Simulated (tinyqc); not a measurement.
Conductance steps with and without the scatterer: conductance of a narrow metal strip with scatterers (square lattice, Green functions).

A strip of W sites across with hard walls, site energy 0 and hopping -t. Mode n = 1 to W has profile chi_n(j) = sqrt(2/(W + 1)) sin(n j pi/(W + 1)) and energy en = -2t cos(n pi/(W + 1)); E = en - 2t cos(kn a). With z_n = exp(i kn a) (Im k > 0 for closed modes, |z| < 1) each lead gives the self-energy -t z_n in mode n. One column carries the site energies v, here one foreign atom. In the mode basis V_nm = sum_j chi_n(j) v_j chi_m(j), G = (E - en + 2 t z_n - V)^-1, and t_nm = 2t sqrt(sin(kn a) sin(km a)) G_nm in size for open modes. T = sum |t_nm|^2, conductance (2e^2/h) T.

Inputs chosen for the exercise (out of a larger set: hopping and spacing of the size met in Cu or Al; the lattice is a model; not measured data):

| symbol | value | unit | meaning |
|---|---|---|---|
| t | 1.31 | eV | hopping |
| W | 4 |  | sites across |
| v | (0, 0, 0, -4.4) | eV | site energies in the scattering column |

E is varied across the lower half of the band.

Against energy:

| E/t | E (eV) | open modes | T | reflected |
|---|---|---|---|---|
| -3.30 | -4.323 | 1 | 0.1014 | 0.8986 |
| -2.95 | -3.865 | 1 | 0.7491 | 0.2509 |
| -2.65 | -3.471 | 1 | 0.9918 | 0.0082 |
| -2.30 | -3.013 | 2 | 1.0430 | 0.9570 |
| -1.95 | -2.554 | 2 | 1.0071 | 0.9929 |
| -1.65 | -2.162 | 2 | 1.1011 | 0.8989 |
| -1.30 | -1.703 | 3 | 2.0625 | 0.9375 |
| -0.95 | -1.244 | 3 | 2.1300 | 0.8700 |
| -0.65 | -0.852 | 3 | 2.1043 | 0.8957 |
| -0.30 | -0.393 | 4 | 3.1451 | 0.8549 |
| 0.05 | 0.066 | 4 | 3.1888 | 0.8112 |

The clean strip goes from 1 to 4 open modes. The reflected flux ranges from 0.008 (E/t = -2.65) to 0.993 (E/t = -1.95). A scatterer on one site acts on one combination of modes only, so it can reflect at most one unit.

Program tinyqc; command `OMP_NUM_THREADS=1 python tinyqc.py 1482156 1482157 out.jsonl`; about 0.01 s on one thread of a shared Intel(R) Xeon(R) Processor @ 2.30GHz.
